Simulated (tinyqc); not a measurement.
# MOS inversion layer, Poisson-Schroedinger loop, step by step

tinyqc, about 0.8 s, one thread, Intel Xeon 2.30GHz (shared host): `OMP_NUM_THREADS=1 python tinyqc.py 2160015 2160016 out.jsonl` Printed values are rounded.

Electrons confined at an insulator interface at z = 0, treated as a hard wall; parabolic valleys, Hartree approximation, no image or exchange terms. The depletion charge lies far deeper than the electrons and gives a uniform field q Nd/(eps0 eps_r); the gate balances all charge. Energies are counted from the band edge at the interface.

Inputs (values chosen for the exercise); masses and permittivity close to those of germanium (111): temperature T = 300 K; relative permittivity eps_r = 16.1; mass along z of valley set A (1 valley(s)) mz1 = 1.59 m0; in-plane density-of-states mass of set A md1 = 0.0822 m0; mass along z of valley set B (3 valley(s)) mz2 = 0.0911 m0; in-plane density-of-states mass of set B md2 = 0.342 m0; sheet density of electrons Ns = 9e11 cm^-2; sheet density of depletion charge Nd = 2.5e12 cm^-2; extra shift of set B (strain) dE = 0 eV; mesh step hz = 1.1 nm; mixing factor a = 1.

Constants: q = 1.602176634e-19 C, kB = 1.380649e-23 J/K, hbar = 1.054571817e-34 J s, m0 = 9.1093837015e-31 kg, Vt = kB T/q, eps0 = 8.8541878128e-14 F/cm where lengths are in cm, hbar^2/(2 m0) = 0.0380998212 eV nm^2. Results are converted to the units shown.

## Fixed part of the potential

z, node 1 to 16 (nm): 1.1  2.2  3.3  4.4  5.5  6.6  7.7  8.8  9.9  11  12.1  13.2  14.3  15.4  16.5  17.6

V0 = q Nd z/(eps0 eps_r) in eV.

fixed potential V0, node 1 to 16 (eV): 0.030908  0.061816  0.092723  0.123631  0.154539  0.185447  0.216355  0.247263  0.278170  0.309078  0.339986  0.370894  0.401802  0.432710  0.463617  0.494525

## Round 1: levels and probability densities

self-consistent potential U at the start, node 1 to 16 (eV): 0  0  0  0  0  0  0  0  0  0  0  0  0  0  0  0

Tridiagonal Hamiltonian with psi = 0 one step beyond both ends: H_ii = C (1/m_(i-1/2) + 1/m_(i+1/2))/hz^2 + V0_i + U_i (+ dE for the set B), H_(i,i+1) = -C/(m_(i+1/2) hz^2), C = hbar^2/(2 m0). The lowest 2 level(s) of each valley set are kept, normalised to hz sum |psi|^2 = 1. The mass is the same on all intervals.

levels (eV): A1 0.059644, A2 0.099739, B1 0.160341, B2 0.278581

```
node  |psi|^2 of A1 (1/nm)  |psi|^2 of A2 (1/nm)  |psi|^2 of B1 (1/nm)  |psi|^2 of B2 (1/nm)
1                 0.684931              0.197930              0.074909              0.070061
2                 0.206378              0.431042              0.197935              0.115404
3                 0.017104              0.250707              0.239396              0.040676
4                 0.000662              0.028055              0.191796              0.002007
5                 0.000015              0.001322              0.115665              0.073545
6                 0.000000              0.000034              0.055950              0.160211
7                 0.000000              0.000001              0.022549              0.177646
8                 0.000000              0.000000              0.007765              0.134555
9                 0.000000              0.000000              0.002327              0.077795
10                0.000000              0.000000              0.000615              0.036361
11                0.000000              0.000000              0.000145              0.014227
12                0.000000              0.000000              0.000031              0.004770
13                0.000000              0.000000              0.000006              0.001391
14                0.000000              0.000000              0.000001              0.000354
15                0.000000              0.000000              0.000000              0.000076
16                0.000000              0.000000              0.000000              0.000011
```

## Round 1: Fermi level and occupations

Level k holds N_k = D_k Vt ln(1 + exp((EF - E_k)/Vt)) with D = md1 m0 q/(pi hbar^2) for the set A, D = 3 md2 m0 q/(pi hbar^2) for the set B per eV (spin included); EF is fixed by sum N_k = Ns.

EF = 0.0559635 eV
N_k (cm^-2): A1 5.54356e11, A2 1.49862e11, B1 1.93765e11, B2 2.01693e9

## Round 1: density, output potential and mixing

n_i = sum_k N_k |psi_k|^2 (converted to cm^-3). Hartree part by Gauss: on the interval before node i the electrons still beyond are S_i = Ns - hz sum_(j<i) n_j, and U_i = U_(i-1) + q S_i hz/(eps0 eps_r) in eV, U_0 = 0 at the interface. Mixing: U(new) = U + a (U(out) - U).

```
node  n (1e18 cm^-3)  U(out) (eV)  U after round 1 (eV)
1            4.24014    0.0111268             0.0111268
2            2.17589    0.0164873             0.0164873
3            0.93522    0.0188887             0.0188887
4            0.41739    0.0200182             0.0200182
5            0.22767    0.0205801             0.0205801
6            0.11170    0.0208324             0.0208324
7            0.04728    0.0209327             0.0209327
8            0.01776    0.0209688             0.0209688
9            0.00608    0.0209808             0.0209808
10           0.00193    0.0209845             0.0209845
11           0.00057    0.0209855             0.0209855
12           0.00016    0.0209858             0.0209858
13           0.00004    0.0209859             0.0209859
14           0.00001    0.0209859             0.0209859
15           0.00000    0.0209859             0.0209859
16           0.00000    0.0209859             0.0209859
```

## Course of the self-consistent loop

Start from U = 0. Stop when the largest |U(out) - U| is below 1e-7 eV, or after 120 rounds.

Course of the iteration:
```
round  level A1 (eV)    EF (eV)  largest |U(out) - U| (eV)
1          0.0596442  0.0559635                     0.0210
2          0.0720088  0.0704871                    1.29e-3
3          0.0718917  0.0701159                    1.53e-4
4          0.0719051  0.0701591                    1.81e-5
5          0.0719035  0.0701540                    2.13e-6
6          0.0719037  0.0701546                    2.50e-7
7          0.0719037  0.0701546                    2.93e-8
```

Converged in 7 rounds.

## Converged levels, occupations and centroid

converged U, node 1 to 16 (eV): 0.0111268  0.0159948  0.0180579  0.0190187  0.0194935  0.0197045  0.0197876  0.0198173  0.0198270  0.0198300  0.0198308  0.0198311  0.0198311  0.0198311  0.0198311  0.0198311

Solve for the levels with V0 + U, find EF, n_i = sum_k N_k |psi_k|^2 (in cm^-3); share of each level N_k/Ns; centroid sum n z/sum n.

levels (eV): A1 0.071904, A2 0.115393, B1 0.177901, B2 0.297108
EF = 0.0701546 eV
shares (%): A1 65.0867, A2 15.8046, B1 18.9192, B2 0.1895
n, node 1 to 16 (in units of 1e18 cm^-3): 4.60223  2.06260  0.81046  0.35739  0.19399  0.09402  0.03934  0.01464  0.00497  0.00156  0.00046  0.00013  0.00003  0.00001  0.00000  0.00000
centroid = 1.96051 nm

An 800-node mesh to 29 nm with 8 levels a set gives A1 = 0.07398 eV, EF = 0.07210 eV and a centroid of 2.081 nm; the levels kept above hold 96.2 % of the electrons there. The coarse centroid is 5.8 % below the fine one.

## Closed-form estimates

Triangular well: E_k = a_k (C F^2/mz)^(1/3), a_1 = 2.338107, a_2 = 4.087949, C = hbar^2/(2 m0), F in eV/nm. Fang-Howard (all electrons in the lowest level of set A): b^3 = 6 (mz1/C) q (Nd + 11 Ns/32)/(eps0 eps_r), centroid 3/b, level C b^2/(4 mz1) + (3/b) q (Nd + 11 Ns/16)/(eps0 eps_r). Use F = q (Nd + Ns)/(eps0 eps_r), the surface field, and F = q (Nd + Ns/2)/(eps0 eps_r).

A1 with the surface field = 0.0764744 eV
A1 with Nd + Ns/2 = 0.0695683 eV
A2 with Nd + Ns/2 = 0.121633 eV
b = 1.99216 1/nm
Fang-Howard centroid = 1.50591 nm
Fang-Howard level = 0.0765600 eV

Against the self-consistent A1 = 0.07398 eV on a fine mesh, the surface-field estimate is 3.4 % above it, the half-charge one 6.0 % below it and Fang-Howard 3.5 % above it. A1 holds 64.8 % of the electrons, and the Fang-Howard centroid is 28 % below the full one.
